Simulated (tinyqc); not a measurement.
# Charge needed for a dipole step

Two sheets of opposite charge dd apart with permittivity ei give the step D = q N dd/(eps0 ei).

Inputs (values chosen for the exercise): relative permittivity inside the dipole layer ei = 8.4; thickness of the dipole layer dd = 0.15 nm.

Constants: q = 1.602176634e-19 C, eps0 = 8.8541878128e-14 F/cm where lengths are in cm. Results are converted to the units shown.

Results:
```
N (cm^-2),D (V),field (MV/cm),"moment (debye/nm^2, 1 D = 3.33564e-30 C m)"
1e12,0.003231,0.2154,0.07205
2.7e12,0.008724,0.5816,0.1945
6.8e12,0.02197,1.465,0.4899
1.7e13,0.05493,3.662,1.225
4.5e13,0.1454,9.694,3.242
2.9e14,0.9371,62.47,20.89
```

Estimate the missing row, N = 1.1e14 cm^-2.

Computed row:
```
N (cm^-2),D (V),field (MV/cm),"moment (debye/nm^2, 1 D = 3.33564e-30 C m)"
1.1e14,0.3554,23.70,7.925
```

With this row back in the table: D is proportional to N, 0.1 V for 3.09e13 cm^-2. The same sheet as an uncompensated charge under 1 nm of a dielectric of permittivity 3.9 would shift the flat band by 1.44 V, and that shift would grow with thickness, which a dipole step does not. For N = 1.1e14, 2.9e14 the field exceeds 20 MV/cm; it acts over one bond length, where the sheet picture is only a bookkeeping device.

Program tinyqc, `OMP_NUM_THREADS=1 python tinyqc.py 2410104 2410105 out.jsonl`; Intel Xeon 2.30GHz, shared host, one thread, about 0.01 s.
